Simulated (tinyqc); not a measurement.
Implant damage, amorphisation by cascade overlap, and solid-phase epitaxial regrowth: one step, computed by the program tinyqc. Command: `OMP_NUM_THREADS=1 python tinyqc.py 3110791 3110792 out.jsonl sper walk`. One thread of a shared host (Intel(R) Xeon(R) Processor @ 2.30GHz), about 0.01 s of CPU time with the checks.

Range and width of the damage are inputs. Dynamic annealing enters only through the surviving share f.

Problem. Damage left below the interface. Displaced atoms per area beyond the lower edge z2: f nu Q (1/2) erfc((z2 - R_d)/(sqrt2 s_d)); they are not removed by regrowth.

Inputs (values chosen for the exercise, modelled on antimony ions in germanium): depth of the damage peak R_d = 27 nm; width of the damage profile s_d = 15 nm; share of defects that survive f = 0.93; dose Q = 2.1e+14 1/cm^2.

lower edge = 60.83684 nm

displacements per ion nu = 1408.694

Give: share of the damage beyond z2; displaced atoms beyond z2.

Solution.

share of the damage beyond z2 = 0.01204

displaced atoms beyond z2 = 3.313e+15 1/cm^2
